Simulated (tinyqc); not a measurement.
# MESFET, gradual channel with velocity saturation: effect of the donor density of the channel on saturation

A uniformly doped n-type channel, depleted from the top by a Schottky gate; at channel potential V the depleted share of a is u = sqrt((Vbi - Vg + V)/Vp), s at the source. Electrons drift with v = mu E/(1 + mu E/vsat). Abrupt depletion edge, no series resistance, source at 0.

Vbi = phiB - Vt ln(Nc/Nd); Vp = q Nd a^2/(2 eps0 eps_r); G0 = q mu Nd a W/L; Z = mu Vp/(vsat L); s = sqrt((Vbi - Vg)/Vp). I = (G0 Vp/3) F/(1 + Z (u^2 - s^2)), F = 3 (u^2 - s^2) - 2 (u^3 - s^3), with u at V = Vd; Z = 0 gives constant mobility, for which u stops at 1. The current peaks at u = um, the root of (1 - u)(1 + Z (u^2 - s^2)) = Z F/3; beyond Vdsat = Vp (um^2 - s^2) it is held at that value. gm = G0 (um - s)/(1 + Z (um^2 - s^2)).

Parameters, values chosen for the exercise; material values those of a made-up semiconductor: temperature T = 273 K; relative permittivity of the semiconductor eps_r = 10.3; conduction-band density of states at T Nc = 6.14e17 cm^-3; channel thickness a = 140 nm; low-field mobility at this doping mu = 3000 cm^2/(V s); saturation velocity vsat = 1.5e7 cm/s; gate length L = 5 um; gate width W = 50 um; Schottky barrier phiB = 0.93 V; gate voltage Vg = 0 V.

Constants: q = 1.602176634e-19 C, kB = 1.380649e-23 J/K, Vt = kB T/q, eps0 = 8.8541878128e-14 F/cm where lengths are in cm. Results are converted to the units shown.

Result of one run:
```
Nd (cm^-3)       Z      um  Vdsat (V)  Isat (mA)  Isat for Z = 0 (mA)  gm (mS)
9.9e16      0.6818  0.9670     0.7067     0.5500               0.7176    1.275
```

What becomes of these results when the donor density of the channel Nd is changed from 9.9e16 to 2.4e17 cm^-3, all else the same?

Result of the changed run:
```
Nd (cm^-3)      Z      um  Vdsat (V)  Isat (mA)  Isat for Z = 0 (mA)  gm (mS)
2.4e17      1.653  0.8537      2.104      5.905                12.16    3.376
```

The whole series:
```
Nd (cm^-3)       Z      um  Vdsat (V)  Isat (mA)  Isat for Z = 0 (mA)  gm (mS)
5.5e16      0.3788  0.9994    0.07261   0.005222             0.005375   0.1407
7.4e16      0.5096  0.9888     0.3655     0.1393               0.1604   0.6847
9.9e16      0.6818  0.9670     0.7067     0.5500               0.7176    1.275
1.3e17      0.8953  0.9383      1.077      1.350                2.003    1.874
1.8e17       1.240  0.8961      1.587      3.146                5.521    2.644
2.4e17       1.653  0.8537      2.104      5.905                12.16    3.376
```

As Nd goes from 5.5e16 to 2.4e17 cm^-3, Vdsat rises from 0.0726 to 2.10 V, Isat rises from 0.00522 to 5.91 mA and gm rises from 0.141 to 3.38 mS. Isat is 0.972 of the constant-mobility value in the first row and 0.486 in the last. For Nd = 5.5e16 to 7.4e16 cm^-3 the open channel at the source, (1 - s) a, is under two Debye lengths, so the abrupt edge is rough. At Nd = 2.4e17 cm^-3 Nd is not small against Nc, so the Boltzmann form of Vbi is rough.

Numbers from tinyqc (`OMP_NUM_THREADS=1 python tinyqc.py 2500136 2500137 out.jsonl`; about 0.06 s on one thread of a shared Intel Xeon 2.30GHz).
